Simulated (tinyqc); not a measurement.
Mesh against width: smearing for a one-band metal on the fcc lattice.

Lattice vectors (units of a): a1 = (0, 1/2, 1/2), a2 = (1/2, 0, 1/2), a3 = (1/2, 1/2, 0). E(k) = -t A_1(k) - t2 A_2(k), A_m the sum of cos(k . R) over the 12 nearest and 6 second lattice vectors. Mesh k = sum (j_i/N) b_i, j_i = 0 .. N-1.

With x = (E_k - mu)/sigma: Gaussian f = erfc(x)/2, s = exp(-x^2)/(2 sqrt(pi)); Methfessel-Paxton (first order) f = erfc(x)/2 - x exp(-x^2)/(2 sqrt(pi)), s = (1 - 2 x^2) exp(-x^2)/(4 sqrt(pi)). With weights w = points/N^d (d the dimension), mu solves 2 sum w f = ne; E = 2 sum w f E_k, S = 2 sum w s, F = E - sigma S.

Parameters, chosen for this exercise: t = 0.36 eV (nearest hopping); t2 = -0.09 eV (second hopping); ne = 1.32 (electrons per cell).

Gaussian smearing, (E + F)/2. The reference is F of first-order Methfessel-Paxton smearing with sigma = 0.05 t on the mesh N = 40; it moves by 0.17 meV on the mesh N = 50; in three dimensions such meshes can agree by chance and the reference may be off by about 1 meV, so smaller errors are not resolved.

Errors (meV per cell):

| N | sigma = 0.05 t | sigma = 0.15 t | sigma = 0.4 t |
|---|---|---|---|
| 4 | 94.44 | 90.64 | 81.15 |
| 6 | -16.78 | -17.17 | -18.15 |
| 8 | 6.88 | 6.51 | 5.36 |
| 12 | -1.76 | -1.76 | -1.42 |
| 16 | -1.15 | -1.29 | -1.10 |
| 24 | -0.62 | -0.67 | -0.35 |

reference = -0.87281 eV

First N from which the value stays within 2 meV of its last entry (which need not be the best one): 12 for sigma = 0.05 t, 12 for sigma = 0.15 t, 12 for sigma = 0.4 t. At the last mesh the errors are -0.62, -0.67 and -0.35 meV. By this 2 meV bar the wider smearing does not converge sooner. The smallest error belongs to 0.05 t on 1, 0.15 t on 0, 0.4 t on 5 of the 6 meshes.

Computed by tinyqc, a small Python program: `OMP_NUM_THREADS=1 python tinyqc.py 1650965 1650966 out.jsonl` (the numbers bound the seed that draws the inputs); one thread of a shared host (Intel(R) Xeon(R) Processor @ 2.30GHz), about 0.3 s for the whole set of steps.
